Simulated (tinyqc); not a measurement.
Worked calculation: coupled-perturbed Hartree-Fock on RHF in the 6-31g basis, for H4, spin multiplicity 1. One step of it, computed by the program tinyqc.

Question. Iteration 9 (converged): orbitals. Diagonalise F' = X^T F X, C = X C', fill 2 alpha and 2 beta electrons from the bottom; D = 2 C_occ C_occ^T. Each column has its largest component positive (the first on a tie).

converged F (hartree), order 1H 1s, 1H 2s, 2H 1s, 2H 2s, 3H 1s, 3H 2s, 4H 1s, 4H 2s:
```
[[-0.086951, -0.541533, -0.593270, -0.544726, -0.177352, -0.303562, -0.142805, -0.292006],
 [-0.541533, -0.425619, -0.544726, -0.456372, -0.303562, -0.355834, -0.292006, -0.365721],
 [-0.593270, -0.544726, -0.086951, -0.541533, -0.142805, -0.292006, -0.177352, -0.303562],
 [-0.544726, -0.456372, -0.541533, -0.425619, -0.292006, -0.365721, -0.303562, -0.355834],
 [-0.177352, -0.303562, -0.142805, -0.292006, -0.086951, -0.541533, -0.593270, -0.544726],
 [-0.303562, -0.355834, -0.292006, -0.365721, -0.541533, -0.425619, -0.544726, -0.456372],
 [-0.142805, -0.292006, -0.177352, -0.303562, -0.593270, -0.544726, -0.086951, -0.541533],
 [-0.292006, -0.365721, -0.303562, -0.355834, -0.544726, -0.456372, -0.541533, -0.425619]]
```

X, order 1H 1s, 1H 2s, 2H 1s, 2H 2s, 3H 1s, 3H 2s, 4H 1s, 4H 2s:
```
[[1.308453, -0.533128, -0.202488, 0.074482, 0.007474, 0.015866, 0.029319, 0.002144],
 [-0.533128, 2.419669, 0.074482, -1.272824, 0.015866, -0.776510, 0.002144, 0.418179],
 [-0.202488, 0.074482, 1.308453, -0.533128, 0.029319, 0.002144, 0.007474, 0.015866],
 [0.074482, -1.272824, -0.533128, 2.419669, 0.002144, 0.418179, 0.015866, -0.776510],
 [0.007474, 0.015866, 0.029319, 0.002144, 1.308453, -0.533128, -0.202488, 0.074482],
 [0.015866, -0.776510, 0.002144, 0.418179, -0.533128, 2.419669, 0.074482, -1.272824],
 [0.029319, 0.002144, 0.007474, 0.015866, -0.202488, 0.074482, 1.308453, -0.533128],
 [0.002144, 0.418179, 0.015866, -0.776510, 0.074482, -1.272824, -0.533128, 2.419669]]
```

Give: F' = X^T F X; orbital energies; coefficients C; D after iteration 9.

Answer.

F' = X^T F X (hartree):
```
[[0.614, -0.589, -0.549, -0.102, -0.038, -0.057, 0.050, -0.032],
 [-0.589, 0.325, -0.102, -0.207, -0.057, -0.114, -0.032, -0.027],
 [-0.549, -0.102, 0.614, -0.589, 0.050, -0.032, -0.038, -0.057],
 [-0.102, -0.207, -0.589, 0.325, -0.032, -0.027, -0.057, -0.114],
 [-0.038, -0.057, 0.050, -0.032, 0.614, -0.589, -0.549, -0.102],
 [-0.057, -0.114, -0.032, -0.027, -0.589, 0.325, -0.102, -0.207],
 [0.050, -0.032, -0.038, -0.057, -0.549, -0.102, 0.614, -0.589],
 [-0.032, -0.027, -0.057, -0.114, -0.102, -0.207, -0.589, 0.325]]
```

orbital energies (hartree): [-0.756, -0.456, 0.159, 0.374, 0.767, 0.809, 1.361, 1.494]

coefficients C, order 1H 1s, 1H 2s, 2H 1s, 2H 2s, 3H 1s, 3H 2s, 4H 1s, 4H 2s:
```
[[0.230, 0.255, 0.104, 0.083, -0.527, 0.567, -0.795, -0.823],
 [0.137, 0.303, 0.946, 2.017, 0.729, -0.430, 0.868, 1.414],
 [0.230, 0.255, -0.104, -0.083, -0.527, 0.567, 0.795, 0.823],
 [0.137, 0.303, -0.946, -2.017, 0.729, -0.430, -0.868, -1.414],
 [0.230, -0.255, 0.104, -0.083, 0.527, 0.567, -0.795, 0.823],
 [0.137, -0.303, 0.946, -2.017, -0.729, -0.430, 0.868, -1.414],
 [0.230, -0.255, -0.104, 0.083, 0.527, 0.567, 0.795, -0.823],
 [0.137, -0.303, -0.946, 2.017, -0.729, -0.430, -0.868, 1.414]]
```

D after iteration 9, order 1H 1s, 1H 2s, 2H 1s, 2H 2s, 3H 1s, 3H 2s, 4H 1s, 4H 2s:
```
[[0.236, 0.218, 0.236, 0.218, -0.024, -0.092, -0.024, -0.092],
 [0.218, 0.221, 0.218, 0.221, -0.092, -0.146, -0.092, -0.146],
 [0.236, 0.218, 0.236, 0.218, -0.024, -0.092, -0.024, -0.092],
 [0.218, 0.221, 0.218, 0.221, -0.092, -0.146, -0.092, -0.146],
 [-0.024, -0.092, -0.024, -0.092, 0.236, 0.218, 0.236, 0.218],
 [-0.092, -0.146, -0.092, -0.146, 0.218, 0.221, 0.218, 0.221],
 [-0.024, -0.092, -0.024, -0.092, 0.236, 0.218, 0.236, 0.218],
 [-0.092, -0.146, -0.092, -0.146, 0.218, 0.221, 0.218, 0.221]]
```
